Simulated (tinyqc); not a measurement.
Linear model of a band gap against the share of exact exchange: sweeps and comparisons. A value that a table varies takes the place of the one given here.

E(alpha) = E0 + S alpha. A wider gap screens less, modelled in the Penn form eps(alpha) = 1 + (e0 - 1)(EP/(EP + S alpha))^2 with a scale EP chosen for the exercise. A dielectric-dependent hybrid takes alpha = 1/eps.

Inputs chosen for the exercise (of the order of those of SiC; shifted at random, so the results belong to these values and not to a real crystal): E0 = 2.26 eV (gap of the semi-local functional); S = 6.85 eV (slope dE/d(alpha)); e0 = 7.52 (optical dielectric constant at alpha = 0); EP = 17.3 eV (energy scale of the screening); Et = 3.24 eV (target gap).

## Sweep of alpha

Also the exciton scale relative to alpha = 0, (m/m(0))(eps(0)/eps)^2, with a mass proportional to E + D, D = E0/2 + 0.3 eV, a k.p rule for direct gaps only.

Results:

| alpha | E (eV) | eps | alpha eps | exciton scale |
|---|---|---|---|---|
| 0.00 | 2.260 | 7.520 | 0.000 | 1.00 |
| 0.05 | 2.603 | 7.269 | 0.363 | 1.17 |
| 0.10 | 2.945 | 7.033 | 0.703 | 1.36 |
| 0.15 | 3.288 | 6.809 | 1.021 | 1.56 |
| 0.20 | 3.630 | 6.598 | 1.320 | 1.78 |
| 0.25 | 3.973 | 6.398 | 1.600 | 2.02 |
| 0.35 | 4.657 | 6.029 | 2.110 | 2.57 |
| 0.50 | 5.685 | 5.543 | 2.772 | 3.55 |

alpha eps reaches 1 between alpha = 0.1 and 0.15 (fixed point 0.147), and the target gap is met between 0.1 and 0.15. At the fixed point the gap is 3.26 eV, +0.02 eV from the target. From 0 to 0.25 the gap grows by 1.71 eV while eps falls by 15 %; the exciton scale, which takes both, grows by a factor of 2.02 (formal for an indirect gap).

## What each parameter does

Fixed point alpha = 1/eps(alpha), gap and eps there. Each row changes one parameter from the base and keeps the others.

Results:

| case | alpha | E (eV) | eps |
|---|---|---|---|
| base | 0.1465 | 3.264 | 6.825 |
| E0 = 2.034 eV | 0.1465 | 3.038 | 6.825 |
| S = 6.165 eV | 0.1450 | 3.154 | 6.895 |
| e0 = 8.272 | 0.1322 | 3.165 | 7.567 |
| EP = 15.57 eV | 0.1482 | 3.275 | 6.746 |

The largest shifts from the base row, up to three for each result and ties (the steps differ in size, so this ranks the rows, not the parameters). alpha: e0 -0.0144, EP +0.0017, S -0.0015; unchanged at the printed digits by E0. E (eV): E0 -0.226, S -0.110, e0 -0.098. eps: e0 +0.742, EP -0.078, S +0.070; unchanged at the printed digits by E0.

Run: tinyqc, `OMP_NUM_THREADS=1 python tinyqc.py 1881115 1881116 out.jsonl`; Intel(R) Xeon(R) Processor @ 2.30GHz, one thread, shared host; about 0.01 s of CPU time with all checks.
